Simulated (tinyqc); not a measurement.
# Changing the repulsive exponent n

Model: pair-potential crystal by lattice sums. Computed by tinyqc, a small Python program. Command: `OMP_NUM_THREADS=1 python tinyqc.py 3007659 3007660 out.jsonl pairsum sweep`. One thread of a shared host (Intel(R) Xeon(R) Processor @ 2.30GHz), about 0.04 s of CPU time with the checks.

Energy per atom E = (1/2) sum over neighbours of phi(r); d is the nearest-neighbour distance.

Inputs (values chosen for the exercise, for model atoms):
```
quantity                value      unit
well depth eps         0.0346        eV
pair minimum r0          2.71  angstrom
cut-off r_c/r0            1.7         -
attractive exponent m       6         -
```

Potential: Mie n-m. Structure: bcc.

Constants: 1 eV/angstrom^3 = 160.2176634 GPa.

Method:
- phi0(r) = eps [m (r0/r)^n - n (r0/r)^m]/(n - m); shifted-force cut-off: phi(r) = phi0(r) - phi0(r_c) - (r - r_c) phi0'(r_c) for r < r_c, zero beyond.
- Shells (distance in units of d, count): fcc 1.0000 (12), 1.4142 (6), 1.7321 (24), 2.0000 (12), 2.2361 (24), 2.4495 (8), 2.6458 (48), 2.8284 (6), 3.0000 (36), 3.1623 (24); hcp 1.0000 (12), 1.4142 (6), 1.6330 (2), 1.7321 (18), 1.9149 (12), 2.0000 (6), 2.2361 (12), 2.3805 (12), 2.4495 (6), 2.5166 (6), 2.5820 (12), 2.6458 (24), 2.7080 (6), 2.8868 (12), 3.0000 (12), 3.1091 (24), 3.1623 (12); bcc 1.0000 (8), 1.1547 (6), 1.6330 (12), 1.9149 (24), 2.0000 (8), 2.3094 (6), 2.5166 (24), 2.5820 (24), 2.8284 (24), 3.0000 (32); sc 1.0000 (6), 1.4142 (12), 1.7321 (8), 2.0000 (6), 2.2361 (24), 2.4495 (24), 2.8284 (12), 3.0000 (30), 3.1623 (24); diamond 1.0000 (4), 1.6330 (12), 1.9149 (12), 2.3094 (6), 2.5166 (12), 2.8284 (24), 3.0000 (16). Volumes per atom in d^3: fcc 0.70711, hcp 0.70711, bcc 0.76980, sc 1.00000, diamond 1.53960; hcp has the ideal c/a. Every shell inside the cut-off is summed.
- Equilibrium: dE/dd = 0 at the lowest minimum with d between 0.78 r0 and 1.45 r0; B = d^2 E''(d)/(9 Omega).
- Unrelaxed vacancy: removing an atom breaks its bonds (2|E|) and placing it on the surface returns |E|, so E_v = |E|.

One run for each value:
```
repulsive exponent n  energy per atom (eV)  equilibrium distance d (angstrom)  bulk modulus B (GPa)
8                                 -0.13023                             2.6363                11.282
9                                 -0.13707                             2.6384                12.864
10                                -0.14217                             2.6411                14.393
12                                -0.14871                             2.6470                17.314
14                                -0.15218                             2.6529                20.091
16                                -0.15393                             2.6583                22.766
20                                -0.15503                             2.6674                27.921
24                                -0.15490                             2.6743                32.937
```

Over the rows, energy per atom (eV) goes from -0.130 through a minimum among these rows, -0.155 at 20.0, to -0.155; equilibrium distance d (angstrom) rises from 2.636 to 2.674 (exponent d ln y / d ln x 0.0067 between the first rows and 0.014 between the last); bulk modulus B (GPa) rises from 11.3 to 32.9 (exponent d ln y / d ln x 1.1 between the first rows and 0.91 between the last). A harder core resists the pull of the further shells, so d stays nearer r0, and it stiffens the well.

Extremes, crossings and ranges named in words are read from the listed rows.
